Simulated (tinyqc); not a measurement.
Worked calculation (part 2 of 2): MP2 on RHF in the 6-31g basis, for H4, spin multiplicity 1. Computed by tinyqc, a small Python program that keeps every step (integrals from PySCF). Command: `OMP_NUM_THREADS=1 python tinyqc.py 20089 20090 out.jsonl` (the two numbers bound the seeds that draw the settings). One thread of a shared host (Intel(R) Xeon(R) Processor @ 2.60GHz), about 0.1 s of CPU time with the checks.

Geometry (angstrom):
```
atom         x         y         z
H     0.000000  0.000000  0.000000
H     0.000000  0.000000  0.797000
H     0.000000  0.000000  1.844000
H     0.000000  0.000000  2.641000
```

## Convergence

Stop when the energy changes by less than 1e-10 hartree and every element of the error matrix X^T (F D S - S D F) X is below 3e-06.

Course of the cycle:
```
iteration  E (hartree)     change  largest element of the error matrix
1          -2.11965536          -                             2.95e-01
2          -2.21048903  -9.08e-02                             5.96e-02
3          -2.21268258  -2.19e-03                             5.38e-03
4          -2.21271744  -3.49e-05                             5.91e-04
5          -2.21271796  -5.30e-07                             2.85e-05
6          -2.21271797  -7.72e-10                             2.03e-06
7          -2.21271797  -3.86e-12                             1.17e-07
```

PySCF RHF in the same basis = -2.21271797 hartree

Converged in 7 iterations.

## Integrals over molecular orbitals

coefficients C:
```
            MO1        MO2        MO3        MO4        MO5        MO6        MO7        MO8
1H 1s  0.186979   0.257049   0.137092   0.106395   0.590266  -0.766984  -0.738316   0.563821
1H 2s  0.122237   0.212941   1.102574  -2.118115  -0.368251  -0.550968   1.169352  -1.394551
2H 1s  0.255144   0.207494  -0.150113   0.180111   0.529177  -0.396441   0.786435  -0.987591
2H 2s  0.186225   0.372404  -0.801825   3.220807  -0.471109   2.795481  -1.073457   2.652586
3H 1s  0.255144  -0.207494  -0.150113  -0.180111   0.529177   0.396441   0.786435   0.987591
3H 2s  0.186225  -0.372404  -0.801825  -3.220807  -0.471109  -2.795481  -1.073457  -2.652586
4H 1s  0.186979  -0.257049   0.137092  -0.106395   0.590266   0.766984  -0.738316  -0.563821
4H 2s  0.122237  -0.212941   1.102574   2.118115  -0.368251   0.550968   1.169352   1.394551
```

core Hamiltonian H = T + V (hartree), lower triangle:
```
           1H 1s      1H 2s      2H 1s      2H 2s      3H 1s      3H 2s      4H 1s      4H 2s
1H 1s  -1.401830
1H 2s  -1.218518  -1.398435
2H 1s  -0.969172  -1.081365  -1.706365
2H 2s  -0.991810  -1.321555  -1.415714  -1.646878
3H 1s  -0.061225  -0.336625  -0.602217  -0.891630  -1.706365
3H 2s  -0.327373  -0.683762  -0.891630  -1.263933  -1.415714  -1.646878
4H 1s  -0.001548  -0.073365  -0.061225  -0.327373  -0.969172  -0.991810  -1.401830
4H 2s  -0.073365  -0.269189  -0.336625  -0.683762  -1.081365  -1.321555  -1.218518  -1.398435
```

Given earlier and not repeated: Two-electron integrals (ij|kl) in chemists' order.

(pq|rs) = sum C_ip C_jq C_kr C_ls (ij|kl), one index at a time.

one-electron integrals over orbitals h = C^T H C (hartree), lower triangle:
```
           1          2          3          4          5          6          7          8
1  -1.946909
2   0.000000  -1.683512
3   0.159578   0.000000  -1.151188
4   0.000000  -0.182982   0.000000  -0.804405
5  -0.163739   0.000000  -0.084882   0.000000  -0.697414
6   0.000000   0.143755   0.000000   0.007359   0.000000  -0.404966
7  -0.084001   0.000000   0.295455   0.000000  -0.067958   0.000000  -0.337901
8   0.000000   0.064973   0.000000   0.291351   0.000000   0.032280   0.000000  -0.350164
```

Two-electron integrals over orbitals (pq|rs), unique and non-zero (hartree):
```
(11|11) 0.504056    (21|21) 0.169257    (22|11) 0.455464    (22|22) 0.453065
(31|11) -0.068289   (31|22) -0.013205   (31|31) 0.067296    (32|21) 0.064879
(32|32) 0.066407    (33|11) 0.376191    (33|22) 0.364003    (33|31) -0.015853
(33|33) 0.337911    (41|21) 0.045405    (41|32) -0.013190   (41|41) 0.035159
(42|11) 0.085927    (42|22) 0.056534    (42|31) -0.041373   (42|33) 0.022417
(42|42) 0.045930    (43|21) -0.084616   (43|32) -0.056519   (43|41) -0.001285
(43|43) 0.089647    (44|11) 0.324827    (44|22) 0.322575    (44|31) -0.003371
(44|33) 0.306660    (44|42) 0.009975    (44|44) 0.299961    (51|11) 0.077951
(51|22) 0.080513    (51|31) -0.001040   (51|33) 0.041145    (51|42) 0.022548
(51|44) 0.032908    (51|51) 0.050727    (52|21) 0.075239    (52|32) 0.025500
(52|41) 0.024577    (52|43) -0.020548   (52|52) 0.056056    (53|11) 0.025081
(53|22) 0.029590    (53|31) 0.003178    (53|33) 0.014416    (53|42) 0.006602
(53|44) 0.000848    (53|51) 0.005179    (53|53) 0.019034    (54|21) 0.046577
(54|32) 0.019681    (54|41) 0.009981    (54|43) -0.035504   (54|52) 0.020662
(54|54) 0.022128    (55|11) 0.410662    (55|22) 0.393543    (55|31) -0.029213
(55|33) 0.328702    (55|42) 0.054060    (55|44) 0.289965    (55|51) 0.054489
(55|53) 0.029015    (55|55) 0.368706    (61|21) -0.047238   (61|32) -0.023064
(61|41) -0.010486   (61|43) 0.015475    (61|52) -0.042048   (61|54) -0.015036
(61|61) 0.035026    (62|11) -0.058340   (62|22) -0.074313   (62|31) -0.016273
(62|33) -0.040819   (62|42) -0.008297   (62|44) -0.029958   (62|51) -0.046127
(62|53) -0.014579   (62|55) -0.050438   (62|62) 0.053963    (63|21) -0.032180
(63|32) -0.023744   (63|41) -0.001566   (63|43) 0.013164    (63|52) -0.022884
(63|54) -0.003549   (63|61) 0.018729    (63|63) 0.019607    (64|11) -0.006304
(64|22) -0.006767   (64|31) 0.000061    (64|33) -0.000508   (64|42) -0.003624
(64|44) -0.002733   (64|51) -0.010681   (64|53) 0.004240    (64|55) -0.003207
(64|62) 0.007245    (64|64) 0.006055    (65|21) -0.129559   (65|32) -0.062451
(65|41) -0.026277   (65|43) 0.066950    (65|52) -0.057390   (65|54) -0.033368
(65|61) 0.037762    (65|63) 0.031356    (65|65) 0.116653    (66|11) 0.392834
(66|22) 0.396319    (66|31) -0.004189   (66|33) 0.326844    (66|42) 0.040450
(66|44) 0.286954    (66|51) 0.054193    (66|53) 0.033780    (66|55) 0.364282
(66|62) -0.057291   (66|64) -0.001146   (66|66) 0.375795    (71|11) 0.045351
(71|22) 0.000912    (71|31) -0.052411   (71|33) 0.011845    (71|42) 0.026828
(71|44) 0.013819    (71|51) 0.007529    (71|53) -0.021230   (71|55) 0.005849
(71|62) 0.015686    (71|64) -0.005851   (71|66) -0.018099   (71|71) 0.064230
(72|21) -0.036826   (72|32) -0.043813   (72|41) 0.008870    (72|43) 0.010861
(72|52) -0.026253   (72|54) -0.000397   (72|61) 0.022852    (72|63) 0.027867
(72|65) 0.045395    (72|72) 0.054234    (73|11) -0.104592   (73|22) -0.091248
(73|31) 0.019807    (73|33) -0.054424   (73|42) -0.032265   (73|44) -0.030056
(73|51) -0.043129   (73|53) -0.011579   (73|55) -0.071004   (73|62) 0.037264
(73|64) 0.005127    (73|66) -0.069862   (73|71) -0.013891   (73|73) 0.053389
(74|21) -0.000945   (74|32) -0.028928   (74|41) 0.021684    (74|43) 0.028618
(74|52) 0.010991    (74|54) -0.005819   (74|61) -0.004914   (74|63) 0.003987
(74|65) 0.010875    (74|72) 0.015324    (74|74) 0.033283    (75|11) 0.036471
(75|22) -0.011854   (75|31) -0.058936   (75|33) -0.001702   (75|42) 0.031832
(75|44) -0.004260   (75|51) -0.012493   (75|53) -0.011904   (75|55) 0.008452
(75|62) 0.033264    (75|64) 0.001356    (75|66) -0.019275   (75|71) 0.055124
(75|73) -0.002449   (75|75) 0.071653    (76|21) 0.057256    (76|32) 0.053019
(76|41) -0.005126   (76|43) -0.029701   (76|52) 0.038851    (76|54) 0.012741
(76|61) -0.033956   (76|63) -0.030360   (76|65) -0.060197   (76|72) -0.053415
(76|74) -0.017131   (76|76) 0.063731    (77|11) 0.451698    (77|22) 0.427061
(77|31) -0.037069   (77|33) 0.359332    (77|42) 0.060085    (77|44) 0.316056
(77|51) 0.082627    (77|53) 0.024554    (77|55) 0.388075    (77|62) -0.075028
(77|64) -0.009117   (77|66) 0.380420    (77|71) 0.025055    (77|73) -0.097558
(77|75) 0.006234    (77|77) 0.439470    (81|21) -0.022529   (81|32) 0.036454
(81|41) -0.036460   (81|43) 0.007729    (81|52) -0.008476   (81|54) -0.015175
(81|61) -0.000627   (81|63) -0.016911   (81|65) -0.003871   (81|72) -0.049315
(81|74) -0.029761   (81|76) 0.039484    (81|81) 0.074769    (82|11) -0.044941
(82|22) 0.002380    (82|31) 0.057541    (82|33) -0.004983   (82|42) -0.032832
(82|44) -0.010945   (82|51) -0.004701   (82|53) 0.019681    (82|55) -0.007340
(82|62) -0.019367   (82|64) 0.005371    (82|66) 0.021186    (82|71) -0.065268
(82|73) 0.009006    (82|75) -0.062695   (82|77) -0.020200   (82|82) 0.071844
(83|21) 0.079302    (83|32) 0.018726    (83|41) 0.030565    (83|43) -0.025248
(83|52) 0.044811    (83|54) 0.018068    (83|61) -0.029576   (83|63) -0.016661
(83|65) -0.058413   (83|72) -0.014350   (83|74) 0.018681    (83|76) 0.024854
(83|81) -0.023302   (83|83) 0.052304    (84|11) -0.106582   (84|22) -0.073739
(84|31) 0.043790    (84|33) -0.045155   (84|42) -0.043223   (84|44) -0.025788
(84|51) -0.030589   (84|53) -0.002780   (84|55) -0.064659   (84|62) 0.014654
(84|64) 0.004690    (84|66) -0.049685   (84|71) -0.038888   (84|73) 0.044160
(84|75) -0.037173   (84|77) -0.083735   (84|82) 0.040455    (84|84) 0.056571
(85|21) 0.002025    (85|32) 0.038902    (85|41) -0.025435   (85|43) -0.009166
(85|52) 0.006868    (85|54) -0.003981   (85|61) -0.012168   (85|63) -0.021111
(85|65) -0.017940   (85|72) -0.046124   (85|74) -0.027126   (85|76) 0.046371
(85|81) 0.057238    (85|83) -0.008547   (85|85) 0.053656    (86|11) 0.002712
(86|22) -0.028849   (86|31) -0.037760   (86|33) -0.015466   (86|42) 0.016627
(86|44) -0.007949   (86|51) -0.014906   (86|53) -0.017753   (86|55) -0.013787
(86|62) 0.033545    (86|64) -0.000684   (86|66) -0.033475   (86|71) 0.043831
(86|73) 0.009249    (86|75) 0.053200    (86|77) -0.018711   (86|82) -0.049089
(86|84) -0.019043   (86|86) 0.045803    (87|21) -0.163346   (87|32) -0.054560
(87|41) -0.048851   (87|43) 0.087400    (87|52) -0.083363   (87|54) -0.052758
(87|61) 0.057660    (87|63) 0.030164    (87|65) 0.126005    (87|72) 0.022590
(87|74) -0.009139   (87|76) -0.052424   (87|81) 0.045604    (87|83) -0.088624
(87|85) 0.011312    (87|87) 0.190275    (88|11) 0.517513    (88|22) 0.466410
(88|31) -0.071498   (88|33) 0.383735    (88|42) 0.090165    (88|44) 0.337637
(88|51) 0.104398    (88|53) 0.014978    (88|55) 0.419094    (88|62) -0.078728
(88|64) -0.015017   (88|66) 0.396377    (88|71) 0.067629    (88|73) -0.123252
(88|75) 0.041933    (88|77) 0.488431    (88|82) -0.064815   (88|84) -0.124860
(88|86) 0.007410    (88|88) 0.577193
```

## Second-order Moller-Plesset energy

orbital energies (hartree): MO1 -0.701182, MO2 -0.488775, MO3 0.195496, MO4 0.409310, MO5 0.804212, MO6 1.084353, MO7 1.301152, MO8 1.471071

Hartree-Fock energy = -2.21271797 hartree

E2 = sum_ijab (ia|jb) [2 (ia|jb) - (ib|ja)] / (e_i + e_j - e_a - e_b) over occupied i, j and virtual a, b; the opposite-spin part is (ia|jb)^2 / denominator, the rest is same-spin, and SCS-MP2 scales them by 6/5 and 1/3.

Terms (the 40 largest of 72):
```
i  j  a  b    (ia|jb)    (ib|ja)  denominator       term
2  2  3  3   0.066407   0.066407    -1.368542  -0.003222
1  1  3  3   0.067296   0.067296    -1.793355  -0.002525
1  2  3  4  -0.041373  -0.013190    -1.794762  -0.001603
2  1  4  3  -0.041373  -0.013190    -1.794762  -0.001603
2  1  8  3   0.057541   0.036454    -2.856524  -0.001584
1  2  3  8   0.057541   0.036454    -2.856524  -0.001584
1  2  7  8  -0.065268  -0.049315    -3.962180  -0.001338
2  1  8  7  -0.065268  -0.049315    -3.962180  -0.001338
2  2  8  8   0.071844   0.071844    -3.919692  -0.001317
1  1  8  8   0.074769   0.074769    -4.344506  -0.001287
2  2  5  5   0.056056   0.056056    -2.585975  -0.001215
2  2  4  4   0.045930   0.045930    -1.796170  -0.001174
1  1  7  7   0.064230   0.064230    -4.004669  -0.001030
1  1  7  3  -0.052411  -0.052411    -2.899012  -0.000948
1  1  3  7  -0.052411  -0.052411    -2.899012  -0.000948
2  2  6  6   0.053963   0.053963    -3.146257  -0.000926
1  1  5  5   0.050727   0.050727    -3.010788  -0.000855
2  2  7  7   0.054234   0.054234    -3.579855  -0.000822
2  2  3  7  -0.043813  -0.043813    -2.474199  -0.000776
2  2  7  3  -0.043813  -0.043813    -2.474199  -0.000776
2  1  6  5  -0.046127  -0.042048    -3.078523  -0.000752
1  2  5  6  -0.046127  -0.042048    -3.078523  -0.000752
1  1  4  4   0.035159   0.035159    -2.220983  -0.000557
1  2  6  5  -0.042048  -0.046127    -3.078523  -0.000519
2  1  5  6  -0.042048  -0.046127    -3.078523  -0.000519
1  2  8  7  -0.049315  -0.065268    -3.962180  -0.000415
2  1  7  8  -0.049315  -0.065268    -3.962180  -0.000415
1  2  7  4   0.026828   0.008870    -2.900419  -0.000414
2  1  4  7   0.026828   0.008870    -2.900419  -0.000414
1  1  8  4  -0.036460  -0.036460    -3.282744  -0.000405
1  1  4  8  -0.036460  -0.036460    -3.282744  -0.000405
2  2  8  4  -0.032832  -0.032832    -2.857931  -0.000377
2  2  4  8  -0.032832  -0.032832    -2.857931  -0.000377
1  1  6  6   0.035026   0.035026    -3.571070  -0.000344
2  2  3  5   0.025500   0.025500    -1.977259  -0.000329
2  2  5  3   0.025500   0.025500    -1.977259  -0.000329
2  1  3  6  -0.023064  -0.016273    -2.469806  -0.000279
1  2  6  3  -0.023064  -0.016273    -2.469806  -0.000279
2  1  5  4   0.024577   0.022548    -2.403479  -0.000272
1  2  4  5   0.024577   0.022548    -2.403479  -0.000272
```

Pair energies (hartree; pair i-j sums ij and ji):
```
pair  opposite spin  same spin
1-1       -0.009411          0
2-1       -0.013864  -0.001636
2-2       -0.012355          0
```

MP2 correlation energy = -0.03726622 hartree

SCS-MP2 correlation energy = -0.04330179 hartree

MP2 total energy = -2.24998418 hartree
